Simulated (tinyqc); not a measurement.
Comparisons within one model: ellipsoidal valleys in the axes of a wafer and a channel. A value that a table varies takes the place of the one given here.

Valleys with axes a along [111], [1-1-1], [-11-1] and [-1-11], one whole valley each; inverse mass tensor w = 1/mt + (1/ml - 1/mt) a a. Device axes: z = nz/|nz|, x = nx/|nx|, y = z cross x; in them a = (ax, ay, az). Confinement mass mz = 1/w_zz. In the plane w_ij is replaced by u_ij = w_ij - w_iz w_jz/w_zz (i, j = x, y); density-of-states mass md = 1/sqrt(det u); conductivity mass along x mc = 1/u_xx; ballistic transport mass mx = u_yy/det u, width mass my = 1/u_yy.

Hard walls: E_n = c (n pi/t)^2/mz, c = hbar^2/2m0, n = 1, 2, 3. Non-degenerate share of a valley proportional to md sum_n exp(-E_n/kT); mean 1/mc = sum of share/mc. 1 nm = 10 angstrom.

Constants: hbar^2/2m0 = 3.80998211 eV angstrom^2; kB = 8.617333262e-05 eV/K.

Parameters, chosen for this exercise (near those of the L valleys of Ge; not measured data): ml = 1.627 m0 (longitudinal mass); mt = 0.08 m0 (transverse mass); t = 7.5 nm (thickness of the film); T = 400 K (temperature); nz = (0, 0, 1) (surface normal (confinement)); nx = (1, 1, 0) (channel direction).

## Wafer and channel orientation

For each face/channel: the lowest ladder (mz, number of valleys, md, E1, share) and the mean conductivity mass over all valleys.

Results:
```
face/channel     mz  valleys     md  E1 (meV)  share  mean mc
(110)/[1-11]  0.219        2  0.218      30.6  0.751   0.1228
(111)/[1-10]  1.627        1  0.080       4.1  0.558   0.1011
(110)/[1-10]  0.219        2  0.218      30.6  0.751   0.0950
(111)/[11-2]  1.627        1  0.080       4.1  0.558   0.1011
(210)/[001]   0.186        2  0.236      35.9  0.707   0.2110
(113)/[1-10]  0.286        1  0.191      23.4  0.445   0.1247
(112)/[11-1]  0.517        1  0.142      12.9  0.513   0.1652
```

What does this show?

The mean conductivity mass is lowest, 0.0950, for (110)/[1-10] and highest, 0.2110, for (210)/[001]; the bulk value is 0.1171. The confinement energy is lowest on the face with the heaviest mz ((111), 4 meV). The density of states of the lowest ladder, valleys times md, runs between 0.080 and 0.473; a small value limits the charge through the quantum capacitance.

## What each parameter does

Lowest E1, its share and the mean conductivity mass. Each row changes one parameter from the base and keeps the others.

Results:
```
case           lowest E1 (meV)   share  mean mc (m0)
base                     57.08  1.0000        0.1493
ml = 1.464 m0            57.23  1.0000        0.1482
mt = 0.088 m0            52.01  1.0000        0.1631
t = 8.25 nm              47.17  1.0000        0.1493
T = 360 K                57.08  1.0000        0.1493
```

What does this show?

The largest shifts from the base row, up to three for each result and ties (the steps differ in size, so this ranks the rows, not the parameters). lowest E1 (meV): t -9.91, mt -5.06, ml +0.15; unchanged at the printed digits by T. share: unchanged at the printed digits by ml, mt, t and T. mean mc (m0): mt +0.0139, ml -0.0011; unchanged at the printed digits by t and T.

Program tinyqc; command `OMP_NUM_THREADS=1 python tinyqc.py 1880165 1880166 out.jsonl`; about 0.01 s on one thread of a shared Intel(R) Xeon(R) Processor @ 2.30GHz.
